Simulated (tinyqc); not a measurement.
Field, mass and barrier from the scaled variables.

Question. A barrier edge falls as U0 - F x over a width d with F = V/d. With e = (C F^2/m1)^(1/3), C = hbar^2/(2 m0), the Airy arguments at its edges are z1 = (U0 - E)/e and z2 = (U0 - V - E)/e. Find e, m1 and U0.

Parameters, values chosen for the exercise: electron energy E = 0.33 eV; barrier width d = 3 nm; voltage across the barrier V = 0.96 V.

Constants: q = 1.602176634e-19 C, hbar = 1.054571817e-34 J s, m0 = 9.1093837015e-31 kg, hbar^2/(2 m0) = 0.0380998212 eV nm^2. Results are converted to the units shown.

z1 and z2: 5.8901099  2.2654269

Solution. z1 - z2 = V/e gives e, its definition gives m1, and U0 = E + z1 e.

e = 0.2649 eV
m1 = 0.2100 m0
U0 = 1.890 eV

Numbers from tinyqc (`OMP_NUM_THREADS=1 python tinyqc.py 2580001 2580002 out.jsonl`; about 0.01 s on one thread of a shared Intel Xeon 2.30GHz).
